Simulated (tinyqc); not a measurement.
Inside a calculation. Method: CIS and TDHF on RHF in the 6-311g basis, for H-, spin multiplicity 1. The basis has no diffuse functions, so it cannot describe the extra electron: this is an exercise in the method, not the real anion. One step of it, computed by the program tinyqc.

Problem. CIS matrix, triplets. A(ia,jb) = (e_a - e_i) d_ij d_ab - (ij|ab).

orbital energies (hartree): MO1 -0.003713, MO2 0.739018, MO3 2.967567

Two-electron integrals over orbitals (pq|rs), unique and non-zero (hartree):
```
(11|11) 0.459245    (21|11) 0.131518    (21|21) 0.102796    (22|11) 0.420424
(22|21) 0.120042    (22|22) 0.396446    (31|11) -0.034441   (31|21) -0.050137
(31|22) -0.050440   (31|31) 0.077965    (32|11) -0.099218   (32|21) -0.084884
(32|22) -0.101309   (32|31) 0.082157    (32|32) 0.106288    (33|11) 0.585452
(33|21) 0.253060    (33|22) 0.554751    (33|31) -0.175866   (33|32) -0.271735
(33|33) 1.026164
```

Give: CIS matrix A, triplet.

Solution.

CIS matrix A, triplet (hartree):
```
        1>2     1>3
1>2  0.3223  0.0992
1>3  0.0992  2.3858
```
